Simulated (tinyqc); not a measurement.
Elastic strain and critical thickness of a cubic alloy layer A(1-x)B(x) on a thick substrate. Changing the substrate thickness t_S. Computed by tinyqc, a small Python program. Command: `OMP_NUM_THREADS=1 python tinyqc.py 3005641 3005642 out.jsonl misfit sweep`. One thread of a shared host (Intel(R) Xeon(R) Processor @ 2.30GHz), about 0.01 s of CPU time with the checks.

Strain is positive in tension. The layer is coherent with the substrate unless said otherwise.

Inputs (values chosen for the exercise, for a model alloy):
```
quantity                              value      unit
fraction x of B                        0.11         -
lattice constant a_A                  5.869  angstrom
lattice constant a_B                  6.058  angstrom
substrate lattice constant a_S        5.874  angstrom
layer thickness h                       140        nm
biaxial modulus of the substrate M_S   95.2       GPa
wafer diameter W                        100        mm
```

Growth plane: (001).

C11, C12, C44 of A (GPa): 104.1  53.33  45

C11, C12, C44 of B (GPa): 89.31  40.53  36.77

Method:
- a = (1 - x) a_A + x a_B, the same rule for each C_ij; misfit f = (a_S - a)/a, the in-plane strain of the coherent layer.
- (001): D = 2 C12/C11, M = C11 + C12 - 2 C12^2/C11. The free surface carries no normal stress, so e_perp = -D f; dV/V = 2 f + e_perp; stress = M f; energy per area = M f^2 h (1 GPa nm = 1 J/m^2).
- Stoney: curvature = 6 |stress| h/(M_S t_S^2); radius = 1/curvature; bow = curvature W^2/8.

One run for each value:
```
substrate thickness t_S (micrometre)  curvature (1/m)  radius of curvature (m)  bow (micrometre)
100                                            0.2408                      4.2             300.9
150                                            0.1070                      9.3             133.8
220                                            0.0497                     20.1              62.2
320                                            0.0235                     42.5              29.4
460                                            0.0114                     87.9              14.2
680                                            0.0052                    192.1               6.5
1000                                           0.0024                    415.4               3.0
```

Over the rows, curvature (1/m) falls from 0.241 to 0.00241 (exponent d ln y / d ln x about -2.0 throughout); radius of curvature (m) rises from 4.15 to 415 (exponent d ln y / d ln x about 2.0 throughout); bow (micrometre) falls from 301 to 3.01 (exponent d ln y / d ln x about -2.0 throughout). The exponent of curvature stays at -2: the bending stiffness grows as t^3 and the lever arm as t.

Caution (all rows): the curvature assumes a coherent layer, but h exceeds h_c. Caution (rows 100, 150, 220): a bow above a fifth of the wafer thickness is beyond Stoney's small-deflection limit.
